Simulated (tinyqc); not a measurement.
# From I at the probe offset back to size L

Model: Raman line shape of confined optical phonons and breathing modes of small crystals. Computed by tinyqc, a small Python program. Command: `OMP_NUM_THREADS=1 python tinyqc.py 3029065 3029066 out.jsonl confine inv`. One thread of a shared host (Intel(R) Xeon(R) Processor @ 2.30GHz), about 0.02 s of CPU time with the checks.

Confinement in 3 direction(s) lets phonons with q away from zero scatter light. q is in units of 2 pi/a, from 0 to 1, and the branch is isotropic: omega(q)^2 = (omega_0^2 + omega_X^2)/2 + ((omega_0^2 - omega_X^2)/2) cos(pi q). The model and its constant beta are phenomenological; beta = 8 is the common choice.

Inputs (values chosen for the exercise, modelled on silicon):
```
quantity                                value      unit
bulk frequency omega_0                  521.2      1/cm
frequency at the zone boundary omega_X    399      1/cm
natural width Gamma_0                     3.4      1/cm
lattice constant a                      5.431  angstrom
confinement constant beta                   4         -
probe offset omega - omega_0             -2.3      1/cm
```

Shape: sphere.

Method:
- Weight W(q) = q^2 exp(-(2 L q/a)^2/(2 beta)) dq, that is exp(-k^2 L^2/(2 beta pi^2)) for k = 2 pi q/a.
- I(omega) = int W(q) / [(omega - omega(q))^2 + (Gamma_0/2)^2] dq / int W dq x (Gamma_0/2)^2, by 400 Gauss-Legendre points on 0 < q < min(1, 2.5 a sqrt(2 beta)/L).
- Bulk Lorentzian 1/(1 + (2 offset/Gamma)^2); mean shift = weighted mean of omega(q) less the bulk frequency.

Problem. A run gave the result below. Find the size L, known to lie between 3 and 6.2 nm.

I at the probe offset = 0.3011039

Solution.

Each step takes the trial c = (a f_b - b f_a)/(f_b - f_a), f being the result less the target and a, b, c the logarithms of the listed values; c replaces end b, the old b replaces a if the sign of f changed, and otherwise f_a is halved.

Scan of the range:
```
size L (nm)  I at the probe offset
3.00                      0.089616
3.39                      0.120309
3.82                      0.158441
4.31                      0.206170
4.87                      0.264305
5.49                      0.330262
6.20                      0.403922
```

False position (Illinois rule, in the logarithm of the input) inside the bracket:
```
step    end a    end b    trial  I at the probe offset
1     4.87000  5.49000  5.20673               0.300116
2     5.49000  5.20673  5.21578               0.301080
3     5.49000  5.21578  5.21621               0.301126
4     5.21578  5.21621  5.21600               0.301104
5     5.21621  5.21600  5.21600               0.301104
```

I at the probe offset rises at every point of a 13-point scan of the range (every second point is shown), so one value fits; it is bracketed by 4.87 and 5.49. Answer: size L = 5.216 nm.
